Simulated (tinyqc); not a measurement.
# p-n diode with diffusion and depletion-layer recombination: two studies

Abrupt junction in the depletion approximation, low injection, full ionisation, neutral widths fixed, ohmic contact on the p side. Vj is the junction voltage; where a series resistance Rs is given, V = Vj + J Rs is the terminal voltage.

Inputs (values chosen for the exercise); band and dielectric values close to those of silicon:
- T = 273 K (temperature)
- Eg = 1.13 eV (band gap)
- eps_r = 11.8 (relative permittivity)
- Nc = 2.46e19 cm^-3 (conduction-band density of states at T)
- Nv = 2.27e19 cm^-3 (valence-band density of states at T)
- Na = 1.4e17 cm^-3 (acceptor density)
- Nd = 5.5e17 cm^-3 (donor density)
- mun = 710 cm^2/(V s) (electron mobility in the p side)
- mup = 170 cm^2/(V s) (hole mobility in the n side)
- tn = 8e-6 s (electron lifetime)
- tp = 4e-9 s (hole lifetime)
- wp = 0.45 um (neutral width of the p side)
- wn = 73 um (neutral width of the n side)
- Sp = 700 cm/s (recombination velocity at the n contact)
- Rs = 0.0018 ohm cm^2 (series resistance)
- Et = 0 eV (trap level above the intrinsic level)
- Vj = 0.38 V (junction voltage at which recombination is evaluated)

Constants: q = 1.602176634e-19 C, kB = 1.380649e-23 J/K, Vt = kB T/q, eps0 = 8.8541878128e-14 F/cm where lengths are in cm. Results are converted to the units shown.

Each table varies one quantity; the others keep the values above.

## Currents and ideality against junction voltage

ni = sqrt(Nc Nv) exp(-Eg/(2 Vt)), Eg in volts; D = mu Vt; Ln = sqrt(Dn tn), Lp = sqrt(Dp tp); J0n = q ni^2 Dn coth(wp/Ln)/(Ln Na); J0p = (q ni^2 Dp/(Lp Nd)) (s + tanh(wn/Lp))/(1 + s tanh(wn/Lp)), s = Sp Lp/Dp. J_diff = (J0n + J0p)(exp(Vj/Vt) - 1). Vbi = Vt ln(Na Nd/ni^2), W = sqrt(2 eps0 eps_r (Vbi - Vj)(1/Na + 1/Nd)/q), xp = W Nd/(Na + Nd), xn = W Na/(Na + Nd); u(x) = q Na (x + xp)^2/(2 eps0 eps_r) for x < 0 and Vbi - Vj - q Nd (xn - x)^2/(2 eps0 eps_r) for x > 0; p = Na exp(-u/Vt), n = Nd exp((u - Vbi + Vj)/Vt); U = ni^2 (exp(Vj/Vt) - 1)/(tp (n + ni exp(Et/Vt)) + tn (p + ni exp(-Et/Vt))); J_scr = q times the integral of U from -xp to xn. J = J_diff + J_scr. Ideality = (1/Vt) dVj/d ln J or (1/Vt) dV/d ln J; last column ni^2 exp(Vj/Vt)/N^2.

Currents and ideality against junction voltage:
```
Vj (V),J_diff (A/cm^2),J_scr (A/cm^2),J (A/cm^2),V (V),ideality against Vj,ideality against V,"minority/doping, lighter side"
0.23,5.885e-9,2.611e-8,3.199e-8,0.2300,1.559,1.559,6.919e-13
0.3,1.154e-7,1.304e-7,2.457e-7,0.3000,1.335,1.335,1.356e-11
0.37,2.261e-6,6.181e-7,2.879e-6,0.3700,1.115,1.115,2.658e-10
0.44,4.431e-5,2.913e-6,4.723e-5,0.4400,1.030,1.030,5.210e-9
0.5,5.678e-4,1.110e-5,5.789e-4,0.5000,1.009,1.009,6.675e-8
0.57,0.01113,5.419e-5,0.01118,0.5700,1.002,1.003,1.308e-6
0.64,0.2181,2.793e-4,0.2184,0.6404,1.001,1.017,2.564e-5
0.71,4.275,0.001509,4.277,0.7177,1.000,1.327,5.026e-4
0.78,83.79,0.005628,83.80,0.9308,1.000,7.412,0.009850
```

The ideality against Vj falls from 1.56 to 1.00. Diffusion overtakes recombination in the layer between Vj = 0.3 and 0.37 V. J_scr alone has an ideality of 1.85 between the first two rows and 2.26 between the last two. From Vj = 0.71 V the series resistance raises the terminal ideality by over a tenth; there J Rs = 0.33 Vt.

## Effect of the hole lifetime

Same model as above.

J = J_diff + J_scr.

The same in every row: J0n (A/cm^2) = 3.270e-13.

Results:
```
tp (s),J0p (A/cm^2),J_diff (A/cm^2),J_scr (A/cm^2),J_scr/J (%),wn/Lp
1e-10,4.484e-14,3.849e-6,4.559e-6,54.22,365.0
1e-9,1.418e-14,3.532e-6,1.504e-6,29.87,115.4
1e-8,4.484e-15,3.432e-6,4.961e-7,12.63,36.50
1e-6,4.481e-16,3.390e-6,5.438e-8,1.579,3.650
1e-5,1.432e-16,3.387e-6,1.813e-8,0.5325,1.154
0.0001,7.763e-17,3.386e-6,6.084e-9,0.1794,0.3650
```

Estimate the missing row, tp = 1e-7 s.

Computed row:
```
tp (s),J0p (A/cm^2),J_diff (A/cm^2),J_scr (A/cm^2),J_scr/J (%),wn/Lp
1e-7,1.418e-15,3.400e-6,1.639e-7,4.600,11.54
```

With this row back in the table: As tp goes from 1e-10 to 0.0001, J0p falls from 4.48e-14 to 7.76e-17 A/cm^2, J_scr falls from 4.56e-6 to 6.08e-9 A/cm^2 and its share falls from 54.2 to 0.179 %. J0p goes as tp^(-0.50) at the start and tp^(-0.27) at the end.

Numbers from tinyqc (`OMP_NUM_THREADS=1 python tinyqc.py 2260018 2260019 out.jsonl`; about 0.01 s on one thread of a shared Intel Xeon 2.30GHz).
